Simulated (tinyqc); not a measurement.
# Trap density from one capacitance

Problem. Traps spread evenly through the insulator exchange electrons with the semiconductor by tunnelling, with tau(x) = t0 exp(2 ka x) at depth x from the interface. The admittance per area Y seen at depth x obeys dY/dx = -Y^2/(i w eps0 eox) + q Nb ln(1 + i w tau)/tau, with Y(0) = i w Cs and w = 2 pi f; the gate sees Y(tox) = G + i w C. Working variable y = Y/(i w), in uF/cm^2. Cox = eps0 eox/tox. Find Nb and G/w.

Values chosen for this exercise:
- eox = 3.9 (relative permittivity of the insulator)
- tox = 3.8 nm (insulator thickness)
- Cs = 0.51 uF/cm^2 (semiconductor capacitance in accumulation)
- ka = 4.4 1/nm (decay constant of the wave function in the insulator)
- t0 = 1e-9 s (time constant of a trap at the interface)
- f = 100 Hz (frequency)

Constants: q = 1.602176634e-19 C, eps0 = 8.8541878128e-14 F/cm where lengths are in cm. Results are converted to the units shown.

C = 0.40993191 uF/cm^2

Answer. C rises steadily with Nb, so one density matches; in practice ka and t0 must come from the frequency dependence.

Nb = 6.200e18 cm^-3 eV^-1
G/w = 0.01013 uF/cm^2

Numbers from tinyqc (`OMP_NUM_THREADS=1 python tinyqc.py 2202072 2202073 out.jsonl`; about 0.3 s on one thread of a shared Intel Xeon 2.30GHz).
